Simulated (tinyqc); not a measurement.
From results back to parameters: Shockley-Read-Hall recombination through one deep level. Two cases, with inputs chosen for the exercise.

Problem. Deep-level transient spectroscopy: the emission rate is en = gam sigma T^2 exp(-dE/kB T), dE = Ec - Et. Two rates were computed from hidden dE and sigma.

Constants: kB = 8.617333262e-05 eV/K.

Find: ln(en/T^2) at T1 and T2; dE; sigma.

Method. ln(en/T^2) against 1/T is a line of slope -dE/kB and intercept ln(gam sigma); plotting ln en alone would overstate dE by about 2 kB T.

Case 1.

Values chosen (out of a larger set: gap and densities of states near those of Si at this temperature; not measured data): gam = 7.4e+21 1/(cm^2 s K^2) (vth Nc/T^2, which does not depend on T); T1 = 244 K; T2 = 277 K.

en(T1) = 8.33476 1/s
en(T2) = 187.810 1/s

Solution.

ln(en/T^2) at T1 and T2: -8.8739  -6.0126

dE = 0.505 eV
sigma = 5.1e-16 cm^2

Case 2.

Values chosen (out of a larger set: gap and densities of states near those of Si at this temperature; not measured data): gam = 3.7e+21 1/(cm^2 s K^2) (vth Nc/T^2, which does not depend on T); T1 = 222 K; T2 = 258 K.

en(T1) = 11.8412 1/s
en(T2) = 458.208 1/s

Solution.

ln(en/T^2) at T1 and T2: -8.3338  -4.9786

dE = 0.460 eV
sigma = 1.8e-15 cm^2

Computed by tinyqc, one run a case: `OMP_NUM_THREADS=1 python tinyqc.py N N+1 out.jsonl` with N = 1680787, 1680809; one thread of a shared Intel(R) Xeon(R) Processor @ 2.30GHz, about 0.01 s a run at most.
